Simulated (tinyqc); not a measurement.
ROHF in the 6-31g basis, for H4, spin multiplicity 3, step by step. One step of it, computed by the program tinyqc.

Problem. Iteration 1: Roothaan effective Fock matrix. With projectors Pc = D(beta) S, Po = (D(alpha) - D(beta)) S, Pv = 1 - D(alpha) S, the block xy is Px^T F Py; with Fc = (F(alpha) + F(beta))/2, the blocks are Fc for cc, oo, vv and cv, F(beta) for co and F(alpha) for ov.

F(alpha) (hartree), lower triangle:
```
           1H 1s      1H 2s      2H 1s      2H 2s      3H 1s      3H 2s      4H 1s      4H 2s
1H 1s  -0.207319
1H 2s  -0.680231  -0.644736
2H 1s  -0.279220  -0.444942  -0.207319
2H 2s  -0.444942  -0.570084  -0.680231  -0.644736
3H 1s  -0.560733  -0.618549  -0.193609  -0.391283  -0.207319
3H 2s  -0.618549  -0.657110  -0.391283  -0.559093  -0.680231  -0.644736
4H 1s  -0.193609  -0.391283  -0.560733  -0.618549  -0.279220  -0.444942  -0.207319
4H 2s  -0.391283  -0.559093  -0.618549  -0.657110  -0.444942  -0.570084  -0.680231  -0.644736
```

F(beta) (hartree), lower triangle:
```
           1H 1s      1H 2s      2H 1s      2H 2s      3H 1s      3H 2s      4H 1s      4H 2s
1H 1s   0.264954
1H 2s  -0.271356  -0.189281
2H 1s  -0.152104  -0.203886   0.264954
2H 2s  -0.203886  -0.216350  -0.271356  -0.189281
3H 1s  -0.278407  -0.273264  -0.101146  -0.184419   0.264954
3H 2s  -0.273264  -0.231301  -0.184419  -0.227678  -0.271356  -0.189281
4H 1s  -0.101146  -0.184419  -0.278407  -0.273264  -0.152104  -0.203886   0.264954
4H 2s  -0.184419  -0.227678  -0.273264  -0.231301  -0.203886  -0.216350  -0.271356  -0.189281
```

D(alpha) at the start, lower triangle:
```
           1H 1s     1H 2s      2H 1s     2H 2s      3H 1s     3H 2s     4H 1s     4H 2s
1H 1s   0.204361
1H 2s   0.220905  0.239605
2H 1s  -0.006347  0.000548   0.204361
2H 2s   0.000548  0.009135   0.220905  0.239605
3H 1s  -0.004922  0.000624  -0.006802  0.000809   0.204361
3H 2s   0.000624  0.007744   0.000809  0.010188   0.220905  0.239605
4H 1s  -0.006802  0.000809  -0.004922  0.000624  -0.006347  0.000548  0.204361
4H 2s   0.000809  0.010188   0.000624  0.007744   0.000548  0.009135  0.220905  0.239605
```

D(beta) at the start, lower triangle:
```
           1H 1s     1H 2s      2H 1s     2H 2s      3H 1s     3H 2s     4H 1s     4H 2s
1H 1s   0.068120
1H 2s   0.073635  0.079868
2H 1s  -0.002116  0.000183   0.068120
2H 2s   0.000183  0.003045   0.073635  0.079868
3H 1s  -0.001641  0.000208  -0.002267  0.000270   0.068120
3H 2s   0.000208  0.002581   0.000270  0.003396   0.073635  0.079868
4H 1s  -0.002267  0.000270  -0.001641  0.000208  -0.002116  0.000183  0.068120
4H 2s   0.000270  0.003396   0.000208  0.002581   0.000183  0.003045  0.073635  0.079868
```

overlap S, lower triangle:
```
          1H 1s     1H 2s     2H 1s     2H 2s     3H 1s     3H 2s     4H 1s     4H 2s
1H 1s  1.000000
1H 2s  0.658292  1.000000
2H 1s  0.096026  0.285352  1.000000
2H 2s  0.285352  0.598564  0.658292  1.000000
3H 1s  0.329769  0.453510  0.037041  0.196772  1.000000
3H 2s  0.453510  0.795638  0.196772  0.476240  0.658292  1.000000
4H 1s  0.037041  0.196772  0.329769  0.453510  0.096026  0.285352  1.000000
4H 2s  0.196772  0.476240  0.453510  0.795638  0.285352  0.598564  0.658292  1.000000
```

Give: effective F.

Solution.

effective F (hartree), lower triangle:
```
        1H 1s  1H 2s   2H 1s  2H 2s   3H 1s  3H 2s   4H 1s  4H 2s
1H 1s   0.291
1H 2s  -0.035  0.291
2H 1s   0.071  0.122   0.291
2H 2s   0.122  0.312  -0.035  0.291
3H 1s  -0.137  0.003   0.145  0.164   0.291
3H 2s   0.003  0.267   0.164  0.314  -0.035  0.291
4H 1s   0.145  0.164  -0.137  0.003   0.071  0.122   0.291
4H 2s   0.164  0.314   0.003  0.267   0.122  0.312  -0.035  0.291
```
